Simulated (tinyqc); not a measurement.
Phonon-assisted absorption at an indirect gap: one step. The four branches at one energy. Three cases, with inputs chosen for the exercise.

Question. Evaluate the occupations and each term.

alpha(E) = sum_j A_j [N_j (E - Eg + w_j)^2 + (N_j + 1)(E - Eg - w_j)^2], each bracket counted only where its base is positive; N_j = 1/(exp(w_j/kB T) - 1). The first term absorbs a phonon and the second emits one; excitons and direct transitions are left out.

Constants: kB = 8.617333262e-05 eV/K.

Give: N_j; terms with phonon absorption; terms with phonon emission; alpha; wavelength hc/E (hc = 1239.841984 eV nm).

Case 1.

Values chosen (loosely those of SiGe at room temperature; Eg is not tied to T; shifted at random, so the results belong to these values and not to a real crystal): Eg = 0.964 eV (indirect gap, held fixed unless listed); w = (51.1, 15.3) meV (two zone-edge phonons); A = (3500, 380) 1/(cm eV^2) (their strengths); T = 200 K; E = 0.981 eV (photon energy).

Answer.

N_j: 0.05437  0.6995

terms with phonon absorption (1/cm): 0.8825  0.2773

terms with phonon emission (1/cm): 0  0.001866

alpha = 1.162 1/cm
wavelength hc/E (hc = 1239.841984 eV nm) = 1263.9 nm

Phonon absorption supplies 99.8 % of alpha; the depth 1/alpha is 8.61e+03 micrometre.

Case 2.

Values chosen (loosely those of GaP at room temperature; Eg is not tied to T; shifted at random, so the results belong to these values and not to a real crystal): Eg = 2.235 eV (indirect gap, held fixed unless listed); w = (45.2, 12.3) meV (two zone-edge phonons); A = (6200, 1200) 1/(cm eV^2) (their strengths); T = 400 K; E = 2.387 eV (photon energy).

Answer.

N_j: 0.3689  2.332

terms with phonon absorption (1/cm): 88.93  75.54

terms with phonon emission (1/cm): 96.80  78.03

alpha = 339.3 1/cm
wavelength hc/E (hc = 1239.841984 eV nm) = 519.4 nm

Phonon absorption supplies 48.5 % of alpha; the depth 1/alpha is 29.5 micrometre.

Case 3.

Values chosen (loosely those of Si at room temperature; Eg is not tied to T; shifted at random, so the results belong to these values and not to a real crystal): Eg = 1.126 eV (indirect gap, held fixed unless listed); w = (59.1, 18.7) meV (two zone-edge phonons); A = (3000, 620) 1/(cm eV^2) (their strengths); T = 300 K; E = 1.325 eV (photon energy).

Answer.

N_j: 0.1132  0.9422

terms with phonon absorption (1/cm): 22.62  27.69

terms with phonon emission (1/cm): 65.36  39.15

alpha = 154.8 1/cm
wavelength hc/E (hc = 1239.841984 eV nm) = 935.7 nm

Phonon absorption supplies 32.5 % of alpha; the depth 1/alpha is 64.6 micrometre.

Computed by tinyqc, one run a case: `OMP_NUM_THREADS=1 python tinyqc.py N N+1 out.jsonl` with N = 1650522, 1650814, 1651037; one thread of a shared Intel(R) Xeon(R) Processor @ 2.30GHz, about 0.01 s a run at most.
